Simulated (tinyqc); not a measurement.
Optical transitions of a finite quantum well, step by step. Values are carried at full precision from step to step, so a last printed digit may differ when a step is redone from the rounded ones.

Each carrier sees a square well of width L with its own depth V and masses m (inside), mb (outside); c = hbar^2/2m0, k = sqrt(m E/c), kappa = sqrt(mb (V - E)/c), and level n solves k L + 2 atan[(k/m)/(kappa/mb)] = n pi. The envelope is cos(kz) for odd n and sin(kz) for even n inside, joins exp(-kappa (|z| - L/2)) outside, and is normalised to 1. Excitons and band mixing are left out.

Constants: hbar^2/2m0 = 3.80998211 eV angstrom^2; hc = 1239.841984 eV nm; fine-structure constant alpha = 0.007297352564.

Inputs chosen for the exercise (near those of an InGaAs well in InAlAs; shifted at random, so the results belong to these values and not to a real crystal): L = 80 angstrom (well width); Eg = 0.795 eV (gap of the well); Vc = 0.493 eV (conduction offset); Vv = 0.191 eV (valence offset); me = 0.0421 m0 (electron, well); meb = 0.0713 m0 (electron, barrier); mh = 0.39 m0 (heavy hole along z, well); mhb = 0.428 m0 (heavy hole, barrier); ml = 0.0538 m0 (light hole along z, well); mlb = 0.0928 m0 (light hole, barrier); Ns = 0.45 x 1e12/cm^2 (electrons in e1); n_r = 3.46 (refractive index); G = 8 meV (half width of the line).

## Confinement energies

Up to three levels for each carrier.

Levels:
```
level  E (eV)  k (1/angstrom)  kappa (1/angstrom)
e1     0.0675         0.02731             0.08923
e2     0.2693         0.05455             0.06471
hh1    0.0107         0.03303             0.14233
hh2    0.0423         0.06580             0.12925
hh3    0.0935         0.09785             0.10464
lh1    0.0414         0.02416             0.06037
lh2    0.1594         0.04744             0.02775
```

## Interband transitions

From e1 and e2 to each hole level: E = Eg + E_e + E_h, wavelength hc/E, squared overlap of the envelopes, and the strength |<S|p|v>|^2 in units of P^2 at the subband edge: overlap^2 times 1/2 (hh) or 1/6 (lh) for light polarised in the plane (TE), times 0 (hh) or 2/3 (lh) along z (TM).

Transitions:
```
pair    E (eV)  wavelength (nm)  overlap^2      TE      TM
e1-hh1  0.8732           1419.9     0.9763  0.4881  0.0000
e1-lh1  0.9039           1371.7     0.9883  0.1647  0.6589
e1-hh2  0.9048           1370.3     0.0000  0.0000  0.0000
e1-hh3  0.9561           1296.8     0.0151  0.0076  0.0000
e1-lh2  1.0219           1213.3     0.0000  0.0000  0.0000
e2-hh1  1.0749           1153.4     0.0000  0.0000  0.0000
e2-lh1  1.1056           1121.4     0.0000  0.0000  0.0000
e2-hh2  1.1066           1120.5     0.9145  0.4573  0.0000
e2-hh3  1.1578           1070.9     0.0000  0.0000  0.0000
e2-lh2  1.2236           1013.2     0.8861  0.1477  0.5908
```

The edge is e1-hh1 at 1420 nm. Pairs of opposite parity vanish exactly; e1-hh3 is allowed by parity and reaches 0.0151, only because the two envelopes leak differently into the barriers.

## Intersubband transitions from e1

z_1j = <1|z|j>; 1/m1 = <1|1/m|1>; f_1j = (m1/c)(E_j - E_1) z_1j^2, which sums to 1 over all bound and continuum states.

Transitions:
```
pair  E (meV)  wavelength (micrometre)  |z| (angstrom)       f
1-2     201.7                     6.15           20.76  0.9772
```

m1 = 0.0428 m0
sum of f over bound states = 0.9772

The continuum carries the remaining 0.0228. With hard walls z_12 = 16 L/(9 pi^2) = 14.41 angstrom and f_12 = 256/(27 pi^2) = 0.9607.

## Absorption of one well

For light polarised along z (a real waveguide or Brewster geometry adds an angle factor), with all electrons in e1 and none in e2, the peak fractional absorption is 4 pi alpha Ns c f_12/(n_r m1 G) and the area under the Lorentzian line is pi G times that, c = hbar^2/2m0; 1e12/cm^2 = 1e-4/angstrom^2. EF - E1 = 2 pi c Ns/m1 at zero temperature.

peak absorption = 1.296 %
area = 32.57 % meV
EF - E1 = 25.2 meV

EF lies below e2, as assumed.

## Checks

- Sum of f over all levels of a difference grid (60 cells across the well) against 1: 0.999 against 1.000.
- The strength f_12 on that grid against the matched envelopes: both 0.977.

Computed by tinyqc, a small Python program: `OMP_NUM_THREADS=1 python tinyqc.py 1250145 1250146 out.jsonl` (the numbers bound the seed that draws the inputs); one thread of a shared host (Intel(R) Xeon(R) Processor @ 2.30GHz), about 0.1 s for the whole set of steps.
